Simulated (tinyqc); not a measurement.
# Worked calculation: nanowire ballistic transistor, top-of-the-barrier model

tinyqc, about 0.04 s, one thread, Intel Xeon 2.30GHz (shared host): `OMP_NUM_THREADS=1 python tinyqc.py 2400025 2400026 out.jsonl` Printed values are rounded.

At the top of the source barrier, states moving towards the drain are filled by the source (Fermi level 0) and states moving back by the drain (Fermi level -q Vd); nothing scatters. U is the shift of the band edge there, set by the capacitances CG, CD and CS (the total) and by the charge. Parabolic one-dimensional subband; the source is grounded.

Parameters, values chosen for the exercise; mass and valleys close to those of silicon (two valleys):
- T = 300 K (temperature)
- m = 0.185 m0 (effective mass)
- gv = 2 (valley degeneracy)
- eox = 3.9 (relative permittivity of the gate insulator)
- tox = 5.5 nm (insulator thickness)
- d = 2 nm (wire diameter)
- aG = 0.9 (gate control CG/CS)
- aD = 0.1 (drain control CD/CS)
- E0 = 0.22 eV (band edge at the barrier top above the source Fermi level at zero bias)
- Vg = 0.5 V (gate voltage)
- Vd = 0.5 V (drain voltage)

Constants: q = 1.602176634e-19 C, kB = 1.380649e-23 J/K, hbar = 1.054571817e-34 J s, m0 = 9.1093837015e-31 kg, Vt = kB T/q, eps0 = 8.8541878128e-14 F/cm where lengths are in cm. Results are converted to the units shown.

## Density of states, capacitances and charge at zero bias

N0 = gv sqrt(2 m kB T/pi)/hbar, CG = 2 pi eps0 eox/ln(1 + 2 tox/d), CS = CG/aG, n0 = n at U = 0 and Vd = 0. eta1 = -(E0 + U)/Vt, eta2 = eta1 - Vd/Vt, n = (N0/2)[F_(-1/2)(eta1) + F_(-1/2)(eta2)], F_(-1/2)(x) = (1/sqrt(pi)) int_0^infinity u^(-1/2)/(1 + exp(u - x)) du. UL = -(aG Vg + aD Vd).

N0 = 3.99785e6 cm^-1
CG = 1.15913 pF/cm
CS = 1.28793 pF/cm
n0 = 805.244 cm^-1
UL = -0.5 eV

## Iteration 1: self-consistent potential at the barrier top

U at the start (U = UL) = -0.5 eV

eta1 = -(E0 + U)/Vt, eta2 = eta1 - Vd/Vt, n = (N0/2)[F_(-1/2)(eta1) + F_(-1/2)(eta2)], F_(-1/2)(x) = (1/sqrt(pi)) int_0^infinity u^(-1/2)/(1 + exp(u - x)) du. U(out) = UL + q (n - n0)/CS. U(new) = U(out).

eta1 = 10.8309
eta2 = -8.50998
n = 7.39629e6 cm^-1
U(out) = 0.419997 eV
U after iteration 1 = 0.419997 eV

## Iteration 2: self-consistent potential at the barrier top

As before.

eta1 = -24.7562
eta2 = -44.0970
n = 3.54262e-5 cm^-1
U(out) = -0.500100 eV
U after iteration 2 = -0.500100 eV

## Course of the iteration: self-consistent potential at the barrier top

Stop when U changes by less than 1e-9 eV, or after 25 iterations.

Course of the iteration:
```
iteration     U (eV)  |change| (eV)
1           0.419997          0.920
2          -0.500100          0.920
3           0.420164          0.920
4          -0.500100          0.920
5           0.420164          0.920
6          -0.500100          0.920
7           0.420164          0.920
8          -0.500100          0.920
9           0.420164          0.920
...              ...            ...
17          0.420164          0.920
18         -0.500100          0.920
19          0.420164          0.920
20         -0.500100          0.920
21          0.420164          0.920
22         -0.500100          0.920
23          0.420164          0.920
24         -0.500100          0.920
25          0.420164          0.920
```

Not converged within 25 iterations. The value swings between -0.5001 and 0.4202 for good. At the solution, U = -0.2456 eV, the quantum capacitance is 4.29 times CS, and dU(out)/dU = -CQ/CS: its size exceeds one, so plain substitution overshoots further each time near the root. A rerun with Newton steps converges in 7 iterations.
